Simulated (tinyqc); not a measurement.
Inside a calculation. Model: MOSFET in the linear regime without short-channel effects, parameter extraction from computed curves.

Program tinyqc, `OMP_NUM_THREADS=1 python tinyqc.py 2210125 2210126 out.jsonl`; Intel Xeon 2.30GHz, shared host, one thread, about 0.01 s. Printed values are rounded.

Inversion charge Q = Cox n Vt W0(exp((Vg - VT)/(n Vt))), W0 the Lambert function and n = nf; u = Q/Cox; mobility mu = mu0/(1 + th1 u + th2 u^2); channel resistance Rch = (L - dL)/(W mu Q); Id = Vd/(Rch + Rsd/W). Cox = eps0 eox/tox. Small Vd, no channel-length or drain effects.

Parameters, values chosen for the exercise; channel values of the order met in silicon transistors: temperature T = 300 K; relative permittivity of the gate insulator (close to silicon dioxide) eox = 3.9; insulator thickness tox = 1.9 nm; low-field mobility mu0 = 180 cm^2/(V s); first mobility attenuation factor th1 = 0.29 1/V; second mobility attenuation factor th2 = 0 1/V^2; threshold voltage VT = 0.34 V; body factor nf = 1.2; gate width W = 10 um; drawn gate length L = 0.36 um; drawn less effective length dL = 0.018 um; source plus drain resistance Rsd = 310 ohm um; drain voltage Vd = 0.05 V.

Constants: q = 1.602176634e-19 C, kB = 1.380649e-23 J/K, Vt = kB T/q, eps0 = 8.8541878128e-14 F/cm where lengths are in cm. Results are converted to the units shown.

## Transfer curve

Vg, point 0 to 11 (V): 0.18  0.26  0.34  0.42  0.5  0.58  0.66  0.74  0.82  0.9  0.98  1.06

u, mu, Rch and Id as defined.

```
point       u (V)  mu (cm^2/(V s))  Rch (ohm)    Id (uA)
0      1.77537e-4          179.991  5.88881e5  0.0849023
1      0.00219293          179.886    47702.9    1.04747
2       0.0175941          179.086    5972.22    8.32886
3       0.0596948          176.937    1781.61    27.5846
4        0.118440          174.023    912.985    52.9669
5        0.184662          170.851    596.448    79.6878
6        0.254688          167.620    440.792    105.979
7        0.326940          164.412    350.078    131.207
8        0.400634          161.264    291.261    155.154
9        0.475331          158.194    250.254    177.775
10       0.550761          155.210    220.132    199.098
11       0.626752          152.315    197.118    219.185
```

## Threshold and mobility at the peak transconductance

gm_i = (Id_(i+1) - Id_(i-1))/(Vg_(i+1) - Vg_(i-1)); at the point j of largest gm the tangent meets the axis at V_ext = Vg_j - Id_j/gm_j; field-effect mobility gm_j L/(W Cox Vd) with the drawn L.

gm, point 1 to 10 (uS): 51.5247  165.857  278.988  325.645  331.325  321.992  307.344  291.053  274.651  258.809
j = 5
V_ext = 0.339488 V
field-effect mobility = 131.258 cm^2/(V s)

V_ext is 0.51 mV below the model VT, and the mobility so found is 31 % below mu0 L/(L - dL) = 189 cm^2/(V s), the value for the drawn L; attenuation, series resistance and the slow approach of Q to a straight line all lower the peak gm.

## The Y function

Y_i = Id_i/sqrt(gm_i). For Id = beta Vd x/(1 + th x), x = Vg - VT, Y = sqrt(beta Vd) x whatever th. Slope s from points 7 and 10; VT_Y = Vg - Y/s at point 10; beta = s^2/Vd; mobility beta L/(W Cox) with the drawn L; th* = (beta Vd x/Id - 1)/x at point 10.

Y, point 1 to 10 (uA^0.5 V^0.5): 0.145927  0.646724  1.65148  2.93516  4.37789  5.90605  7.48417  9.09446  10.7270  12.3759
s = 20.3823 uA^0.5 V^-0.5
VT_Y = 0.372811 V
beta = 8308.76 uA/V^2
mobility from Y = 164.581 cm^2/(V s)
th* = 0.439667 1/V

The mobility from Y is 13 % below mu0 L/(L - dL) = 189 cm^2/(V s), which it should reach in deep inversion when th2 = 0. th* compares with th1 + mu0 Cox Rsd/(L - dL) = 0.587 1/V, since series resistance enters like th1. The match is poor here: at these overdrives Q is not yet a straight line in Vg.
